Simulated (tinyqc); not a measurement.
# Worked calculation: tunnelling through a gate dielectric, WKB transmission and Tsu-Esaki current

Program tinyqc, `OMP_NUM_THREADS=1 python tinyqc.py 2540067 2540068 out.jsonl`; Intel Xeon 2.30GHz, shared host, one thread, about 0.02 s. Printed values are rounded.

Electrons leave the emitter at x = 0. Energies E (motion across the layers) are in eV from the emitter Fermi level; the collector Fermi level lies at -V and offers states at every E. No charge in the dielectric and no image force: F1 = V/t1, U = phi1 - F1 x. With C = hbar^2/(2 m0), kappa = sqrt(m (U - E)/C) where U > E and 0 elsewhere; T(E) = exp(-S), S = 2 times the integral of kappa over x.

Values chosen for this exercise; dielectric values close to those of aluminium oxide:
```
symbol  value  unit                                                        meaning
T         200     K                                                    temperature
Ef       0.31    eV              Fermi energy of the emitter above its band bottom
me          1    m0                            emitter mass in the supply function
phi1     2.69    eV  barrier of layer 1 above the emitter Fermi level at zero bias
m1       0.41    m0                                     tunnelling mass of layer 1
t1        2.8    nm                                           thickness of layer 1
V         0.4     V                                  voltage across the dielectric
E        0.16    eV                                energy of the electron followed
nc          7                                                  cells in each layer
Ea      -0.31    eV                                   lower end of the energy grid
Eb       0.17    eV                                   upper end of the energy grid
nE         13                                            points of the energy grid
```

Constants: q = 1.602176634e-19 C, kB = 1.380649e-23 J/K, hbar = 1.054571817e-34 J s, m0 = 9.1093837015e-31 kg, Vt = kB T/q, hbar^2/(2 m0) = 0.0380998212 eV nm^2. Results are converted to the units shown.

## Fields and band edges

F1 = V/t1, U = phi1 - F1 x.

F1 = 1.428571 MV/cm
U at x = t1 = 2.29 eV

## WKB exponent by the midpoint rule

Cut each layer into nc equal cells, take U and kappa at the cell centres, and sum S = 2 sum kappa h.

```
cell    x (nm)    U (eV)  kappa (1/nm)
0     0.200000  2.661429      5.188293
1     0.600000  2.604286      5.128690
2     1.000000  2.547143      5.068386
3     1.400000  2.490000      5.007355
4     1.800000  2.432857      4.945572
5     2.200000  2.375714      4.883007
6     2.600000  2.318571      4.819630
```

S = 28.03275
T(E) = 6.691645e-13

## WKB exponent in closed form

Each layer adds (2/F) sqrt(m/C) [G(u at its left edge) - G(u at its right edge)] to S, with u = U - E (0 where negative) and G(u) = (2/3) u^1.5. The slope follows from 1/d = -dS/dE.

S = 28.03257
T(E) = 6.692826e-13
energy d over which T(E) grows by a factor e = 0.16603 eV

The midpoint rule gives S = 28.033, so its T(E) is 0.018 % below this value. The band edge stays above E through the whole stack: direct tunnelling through a trapezoid.

## Current density on a coarse energy grid

J = J0 times the integral of T(E) N(E) dE, N = ln[(1 + exp(-E/Vt))/(1 + exp((-E - V)/Vt))], J0 = q^2 me m0 kB T/(2 pi^2 hbar^3) (times 1e-4 for A/cm^2 per eV), by Simpson's rule on nE equally spaced points from Ea to Eb.

```
point      E (eV)          T(E)            N        T(E) N
0      -0.3100000  4.495975e-14     17.98162  8.084492e-13
1      -0.2700000  5.605137e-14     15.66557  8.780766e-13
2      -0.2300000  6.999175e-14     13.34515  9.340501e-13
3      -0.1900000  8.754299e-14     11.02430  9.651005e-13
4      -0.1500000  1.096796e-13     8.703554  9.546024e-13
5      -0.1100000  1.376503e-13     6.384174  8.787834e-13
6      -0.0700000  1.730583e-13     4.078656  7.058453e-13
7      -0.0300000  2.179665e-13     1.902287  4.146350e-13
8       0.0100000  2.750352e-13    0.4445396  1.222640e-13
9       0.0500000  3.477020e-13   0.05350390  1.860341e-14
10      0.0900000  4.404200e-13  0.005381838  2.370269e-15
11      0.1300000  5.589707e-13  5.296990e-4  2.960862e-16
12      0.1700000  7.108783e-13  5.202083e-5  3.698048e-17
```

J0 = 2.789105e8 A/(cm^2 eV)
J = 7.016916e-5 A/cm^2

The integrand peaks at E = -0.190 eV among these points. A converged quadrature from -Ef to above the barrier gives 7.012e-5 A/cm^2; this grid is 0.071 % above that.
